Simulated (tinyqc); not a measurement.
Four methods from the same start: geometry relaxation of a small cluster. Computed by tinyqc, a small Python program. Command: `OMP_NUM_THREADS=1 python tinyqc.py 3002390 3002391 out.jsonl relax walk`. One thread of a shared host (Intel(R) Xeon(R) Processor @ 2.30GHz), about 0.02 s of CPU time with the checks.

E = sum_i {sum_j A exp(-p (r_ij/r0 - 1)) - xi sqrt(rho_i)}, rho_i = sum_j exp(-2 q (r_ij/r0 - 1)); the force on i is -sum_j w_ij (R_i - R_j)/r_ij with w_ij = -(2p/r0) A exp(-p (r_ij/r0 - 1)) + (xi q/r0) exp(-2 q (r_ij/r0 - 1)) (rho_i^(-1/2) + rho_j^(-1/2)).

Inputs (values chosen for the exercise, for model atoms):
```
quantity,value,unit
length r0,2.9,angstrom
repulsion A,0.13,eV
hopping xi,1.96,eV
decay p,10.6,-
decay q,2.44,-
step factor eta,0.023,angstrom^2/eV
largest number of steps,500,-
```

Potential: Gupta. Method: BFGS.

starting positions (angstrom):
```
,x,y,z
atom 1,-0.1,-0.03,0.17
atom 2,2.66,-0.05,-0.22
atom 3,1.57,2.51,-0.04
```

Method:
- BFGS: R(new) = R + B F with the inverse Hessian B = eta 1 at first; with s = R(new) - R, y = F - F(new), rho = 1/(y.s): B(new) = (1 - rho s y^T) B (1 - rho y s^T) + rho s s^T, skipped if y.s is not positive.
- No atom moves more than 0.3 angstrom a step (the whole step is scaled). Stop when the largest force component is below 1e-5 eV/angstrom.
- Hessian at the final positions by central differences of the forces; six eigenvalues vanish (translations and rotations). Steepest descent is stable for eta below 2/lambda_max and contracts the softest mode by 1 - eta lambda_min a step.
- Steepest descent: R(new) = R + eta F.
- Conjugate gradient (Polak-Ribiere): d = F + beta d(old), beta = max(0, F.(F - F(old))/|F(old)|^2), d = F at first; step length from one secant, s = eta (F.d)/(F.d - F(R + eta d).d), replaced by eta if that is not positive; R(new) = R + s d.
- FIRE with unit mass: if F.v > 0, v = (1 - a) v + a |v| F/|F|, and after more than 5 such steps in a row dt = min(1.1 dt, 5 dt0), a = 0.99 a; else v = 0, a = 0.1, and dt = dt/2 (not at the first step). Then v = v + dt F, R(new) = R + dt v. dt0 = sqrt(eta), a = 0.1 at first.
- In this comparison each method may take up to 1500 steps.

contraction of the softest mode = 0.770296

non-zero eigenvalues (eV/angstrom^2): [9.9871, 9.9872, 25.7489]

condition number = 2.57821

Cost:
```
method,steps,force calls,final E (eV),calls to reach 1e-2
steepest descent,49,50,-8.3726,24
conjugate gradient,18,37,-8.3726,33
BFGS,12,13,-8.3726,9
FIRE,79,80,-8.3726,44
```

What follows from these numbers?

In force calls the order is BFGS (13), conjugate gradient (37), steepest descent (50), FIRE (80). All that converged end at the same energy. Near the minimum steepest descent multiplies the slowest mode by 0.770 in size a step, 9 steps a decade of force, at a condition number of 2.6. On this problem it beats FIRE in force calls.

Extremes, crossings and ranges named in words are read from the listed rows.
